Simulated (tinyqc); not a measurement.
Screening length from the swing.

Problem. In a simple model of a Schottky-barrier transistor a barrier thinner than d = 2.3 nm is transparent, so the effective barrier is pn - psi (1 - exp(-d/lam)) and the swing beyond flat band is Vt ln 10/(1 - exp(-d/lam)). Find the thermionic swing, lam, and the effective barrier at psi = 0.2 V.

Parameters, values chosen for the exercise: temperature T = 250 K; barrier for electrons at both contacts pn = 0.93 eV.

Constants: q = 1.602176634e-19 C, kB = 1.380649e-23 J/K, Vt = kB T/q. Results are converted to the units shown.

swing in the tunnelling range = 72.590031 mV/decade

Solution. The ratio of the two swings is 1 - exp(-d/lam).

Vt ln 10 = 49.6 mV/decade
lam = 2.00 nm
effective barrier = 0.793 eV

Program tinyqc, `OMP_NUM_THREADS=1 python tinyqc.py 2390112 2390113 out.jsonl`; Intel Xeon 2.30GHz, shared host, one thread, about 0.2 s.
